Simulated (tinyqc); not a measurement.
Metal-interlayer-semiconductor contact, depinning against tunnelling resistance: contact resistivity against the temperature.

Zero bias, n-type semiconductor. Gap states at the semiconductor surface thin out as exp(-be ti), which unpins the barrier; electrons must then cross the interlayer (a rectangular barrier, no voltage drop across it) and the parabolic depleted layer, both by WKB. Energies E are counted from the Fermi level; no image force, parabolic bands.

Nc is given at 300 K and scales as (T/300 K)^1.5. S = 1/(1 + (1/S0 - 1) exp(-be ti)); phiB = S (phiM - chi) + (1 - S)(Eg - E0); xi = Ec - EF deep inside, from Nd = Nc F(-xi/Vt), F(x) = (2/sqrt(pi)) int_0^infinity sqrt(u) du/(1 + exp(u - x)); band bending U = phiB - xi; E00 = (hbar/2) sqrt(Nd/(eps0 eps_r mt m0)) in volts; A = 4 pi q mA m0 kB^2/h^3. With U = phiB - xi: for xi < E < phiB, y = (E - xi)/U and G1 = (U/E00) [sqrt(1 - y) - y ln((1 + sqrt(1 - y))/sqrt(y))], G1 = 0 above phiB; G2 = 2 ti sqrt(mi max(phiB + dE - E, 0)/C), C = hbar^2/(2 m0); f = 1/(1 + exp(E/Vt)); 1/rho_c = (A T^2/Vt^2) times the integral of exp(-G1 - G2) f over E from xi upwards. Shares under 0.001 % are printed as 0; rows without band bending are left out.

Inputs (values chosen for the exercise); semiconductor values close to those of 4H silicon carbide; interlayer mass of the order of that in titanium dioxide, offset chosen freely:
- Eg = 3.37 eV (band gap)
- eps_r = 9.9 (relative permittivity)
- chi = 3.58 eV (electron affinity)
- Nc = 1.7e19 cm^-3 (conduction-band density of states at the reference temperature)
- mt = 0.193 m0 (tunnelling mass in the semiconductor)
- mA = 0.369 m0 (Richardson mass)
- Nd = 1.2e20 cm^-3 (donor density)
- E0 = 2 eV (charge-neutrality level above the valence band)
- S0 = 0.67 (pinning factor without interlayer)
- phiM = 3.88 eV (metal work function)
- ti = 1 nm (interlayer thickness)
- dE = 0.08 eV (conduction-band offset of the interlayer above the semiconductor)
- mi = 0.31 m0 (tunnelling mass in the interlayer)
- be = 3.2 1/nm (decay constant of gap states through the interlayer)

Constants: q = 1.602176634e-19 C, kB = 1.380649e-23 J/K, eps0 = 8.8541878128e-12 F/m, hbar = 1.054571817e-34 J s, h = 6.62607015e-34 J s, m0 = 9.1093837015e-31 kg, Vt = kB T/q, hbar^2/(2 m0) = 0.0380998212 eV nm^2. Results are converted to the units shown.

The same in every row: S = 0.980; phiB (eV) = 0.321.

Results:
```
T (K)  E00/Vt  rho_c (ohm cm^2)  rho_c with G2 = 0 (ohm cm^2)  peak of the integrand (eV)  share above phiB (%)
150      11.4           4.90e-7                       1.13e-8                     -0.0196                     0
200      8.54           4.69e-7                       1.11e-8                     -0.0198                     0
250      6.83           4.45e-7                       1.08e-8                     -0.0182                     0
300      5.69           4.16e-7                       1.05e-8                     -0.0150               0.00790
350      4.88           3.86e-7                       1.02e-8                     -0.0103                0.0548
450      3.79           3.20e-7                       9.52e-9                     0.00350                 0.724
500      3.41           2.86e-7                       9.16e-9                      0.0126                  1.76
```

Estimate the missing row, T = 400 K.

Computed row:
```
T (K)  E00/Vt  rho_c (ohm cm^2)  rho_c with G2 = 0 (ohm cm^2)  peak of the integrand (eV)  share above phiB (%)
400      4.27           3.53e-7                       9.88e-9                    -0.00413                 0.235
```

With this row back in the table: As T goes from 150 to 500, phiB stays at 0.321 eV and rho_c falls from 4.90e-7 to 2.86e-7 ohm cm^2. The apparent activation energy is 0.00208 eV between the last two rows (from rho_c T against 1/T), against phiB = 0.321 eV for pure thermionic emission. The ratio of rho_c to its value with G2 = 0 runs from 43.3 to 31.3.

Range of the model: The depletion charge would drop about 0.11 V across such an interlayer (eps_r near 40) at ti = 1 nm and Nd = 1.2e20 cm^-3, against a band bending of 0.43 V; this model leaves that drop out.

Program tinyqc, `OMP_NUM_THREADS=1 python tinyqc.py 2270070 2270071 out.jsonl`; Intel Xeon 2.30GHz, shared host, one thread, about 0.04 s.
